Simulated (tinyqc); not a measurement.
Inputs raised by 2 %, one at a time: surface segregation during layer-by-layer epitaxy: two-layer exchange kinetics and the shape of quantum wells and delta layers. Computed by tinyqc, a small Python program. Command: `OMP_NUM_THREADS=1 python tinyqc.py 3025782 3025783 out.jsonl mbeseg sens`. One thread of a shared host (Intel(R) Xeon(R) Processor @ 2.30GHz), about 0.06 s of CPU time with the checks.

Atoms A and B exchange only between the growing layer and the one below it. B is supplied for N layers, then pure A follows.

Inputs (values chosen for the exercise, close to those used for germanium in silicon): barrier E1 for B to move up = 1.68 eV; segregation energy E_s = 0.26 eV; attempt frequency nu = 10 THz; growth rate G = 0.96 layers/s; share x0 of B in the flux during the well = 0.18; layers in the well N = 2; layer thickness = 1.36 angstrom; temperature T = 470 C.

Constants: k_B = 8.617333262e-05 eV/K.

Method:
- p1 = nu exp(-E1/(k_B T)) (B up, A down), p2 = nu exp(-(E1 + E_s)/(k_B T)) (B down); time per layer tau = 1/G; K = p1/p2.
- Temperatures in kelvin are T(C) + 273.15.
- Dilute equilibrium share passed up per layer R_eq = K/(1 + K).
- Each layer is deposited complete with B share x_dep and then exchanges for the time tau = 1/G with the layer below, whose share is b (total c = s + b fixed): ds/dt = p1 b (1 - s) - p2 s (1 - b), s(0) = x_dep. With the roots s1 < s2 of the right side, (s - s1)/(s - s2) = [(s(0) - s1)/(s(0) - s2)] exp(-(p1 - p2)(s2 - s1) tau). The lower layer is then buried with c - s, and s becomes the b of the next layer.
- In the dilute tail each layer passes up the share R = R_eq (1 - exp(-(p1 + p2) tau)); decay length = -layer thickness/ln R.
- Index 0 is the last layer of pure A below the well. Share of B outside the intended layers 1..N = 1 - (sum over 1..N)/(N x0).

Runs; columns: (1) input moved; (2) from; (3) to; (4) share passed up R; (5) decay length (angstrom); (6) peak share (largest buried share); (7) share of B outside the well:
```
(1)                                         (2)     (3)     (4)    (5)       (6)     (7)
base run                                      -       -  0.9830  79.52  0.009092  0.9504
barrier E1 for B to move up (eV)           1.68  1.7136  0.9830  79.52  0.009092  0.9504
segregation energy E_s (eV)                0.26  0.2652  0.9843  86.19  0.008424  0.9540
attempt frequency nu (THz)                   10    10.2  0.9830  79.52  0.009092  0.9504
growth rate G (layers/s)                   0.96  0.9792  0.9830  79.52  0.009092  0.9504
share x0 of B in the flux during the well  0.18  0.1836  0.9830  79.52  0.009367  0.9500
```

Exponents ln(y'/y) / ln(x'/x):
```
input                                      share passed up R  decay length  peak share (largest buried share)  share of B outside the well
barrier E1 for B to move up                            0.000         0.000                              0.000                        0.000
segregation energy E_s                                 0.067         4.067                             -3.855                        0.190
attempt frequency nu                                   0.000         0.000                              0.000                        0.000
growth rate G                                          0.000         0.000                              0.000                        0.000
share x0 of B in the flux during the well              0.000         0.000                              1.502                       -0.025
```

To which inputs is each result most sensitive?

Among the inputs moved here: share passed up R answers most in size to segregation energy E_s (exponent +0.067); its exponent is below 0.0005 for barrier E1 for B to move up, attempt frequency nu, growth rate G, share x0 of B in the flux during the well. Its exponent 0.000 in attempt frequency nu: equilibrium regime. Its exponent 0.000 in growth rate G: equilibrium regime. Decay length answers most in size to segregation energy E_s (exponent +4.067); its exponent is below 0.0005 for barrier E1 for B to move up, attempt frequency nu, growth rate G, share x0 of B in the flux during the well. Peak share (largest buried share) answers most in size to segregation energy E_s (exponent -3.855), next to share x0 of B in the flux during the well (+1.502); its exponent is below 0.0005 for barrier E1 for B to move up, attempt frequency nu, growth rate G. share of B outside the well answers most in size to segregation energy E_s (exponent +0.190), next to share x0 of B in the flux during the well (-0.025); its exponent is below 0.0005 for barrier E1 for B to move up, attempt frequency nu, growth rate G.

Caution (all rows): two-layer exchange with complete layers is a simplification that can understate segregation at low temperature; desorption, step-edge exchange and surfactants are left out.

Extremes, crossings and ranges named in words are read from the listed rows.
